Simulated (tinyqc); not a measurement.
Worked calculation: optical gain and spontaneous emission in a bulk direct-gap semiconductor. Values are carried at full precision from step to step, so a last printed digit may differ when a step is redone from the rounded ones.

F_j(eta) = (1/Gamma(j + 1)) integral_0^infinity x^j dx/(1 + exp(x - eta)), which tends to exp(eta) for eta << 0.

Quasi-Fermi levels: n = Nc F_1/2(Fc/kT) and p = Nv F_1/2(Fv/kT), Fc counted up from the conduction edge and Fv down from the valence edge; Nc, Nv from N = 2 (m kB T/(4 pi c))^(3/2) with c = hbar^2/2m0, in 1/angstrom^3; times 1e24 for 1/cm^3, with me and (mhh^(3/2) + mlh^(3/2))^(2/3).

Constants: hbar^2/2m0 = 3.80998211 eV angstrom^2; kB = 8.617333262e-05 eV/K; fine-structure constant alpha = 0.007297352564; hbar = 6.58211957e-16 eV s; hbar c = 1973.269805 eV angstrom.

Parameters, chosen for this exercise (near those of GaAs; shifted at random, so the results belong to these values and not to a real crystal): me = 0.0688 m0 (electron mass); mhh = 0.514 m0 (heavy-hole mass); mlh = 0.0813 m0 (light-hole mass); n = 1e+18 1/cm^3 (injected density, n = p); T = 400 K; Eg = 1.439 eV (direct gap); Ep = 26.5 eV (Kane energy); nr = 3.67 (refractive index); E = 1.493 eV (photon energy).

## Quasi-Fermi levels

Solve for Fc and Fv.

kT = 0.034469 eV
Nc = 6.972e+17 1/cm^3
Nv = 1.513e+19 1/cm^3
Fc = 0.0296 eV
Fv = -0.0928 eV
Fc + Fv = -0.0633 eV

The separation of the quasi-Fermi levels is below the gap, so there is no gain at any energy. The quasi-Fermi level of the electrons lies inside the band, that of the holes in the gap.

## Absorption of the empty crystal

Parabolic bands, vertical transitions, no excitons. For each hole band j: mr = me mj/(me + mj); joint density of states J_j(E) = (mr/c)^(3/2) sqrt(E - Eg)/(2 pi^2), both spins, c = hbar^2/2m0; averaged matrix element |e.p|^2 = m0 Ep/6; alpha_j(E) = 4 pi^2 alpha_f c Ep J_j/(3 nr E) in 1/angstrom (alpha_f the fine-structure constant, listed as alpha among the constants), times 1e8 for 1/cm.

Evaluate at E for heavy and light holes.

mr, J and alpha of each hole band:
```
hole   mr (m0)  J (1/(eV angstrom^3))  alpha (1/cm)
heavy  0.06068              2.366e-05        4186.8
light  0.03726              1.139e-05        2015.0
```

The heavy-hole band gives 68 % of the total, 6202 1/cm.

## Occupations and gain at E

For band j the electron sits at Ee = (E - Eg) mr/me above its edge and the hole at Eh = (E - Eg) mr/mj; fe = 1/(1 + exp((Ee - Fc)/kT)), fh = 1/(1 + exp((Eh - Fv)/kT)); gain g = sum_j alpha_j (fe + fh - 1).

Use mr and alpha from the table.

Energies, occupations and gain of each hole band:
```
hole   Ee (eV)  Eh (eV)     fe     fh  g (1/cm)
heavy   0.0476   0.0064  0.372  0.053     -2406
light   0.0292   0.0248  0.502  0.032      -938
```

total gain = -3345 1/cm

E - Eg = 0.0540 eV is above Fc + Fv = -0.0633 eV, so both bands give loss (Bernard-Duraffourg).

## Spontaneous emission

Spontaneous rate: R = integral of (nr E/(hbar c))^2/(pi^2 hbar) sum_j alpha_j fe fh dE, with alpha in 1/cm and (nr E/(hbar c))^2 in 1/cm^2 (1e16 per 1/angstrom^2); B = R/(n p); lifetime n/R.

Integrate over photon energy.

R = 1.51e+26 1/(cm^3 s)
B = 1.51e-10 cm^3/s
radiative lifetime = 6.62 ns

## Checks

- B at n = 1e13 1/cm^3 against the van Roosbroeck-Shockley value from alpha and ni^2 (cm^3/s): both 1.70e-10.

Run: tinyqc, `OMP_NUM_THREADS=1 python tinyqc.py 1680303 1680304 out.jsonl`; Intel(R) Xeon(R) Processor @ 2.30GHz, one thread, shared host; about 0.09 s of CPU time with all checks.
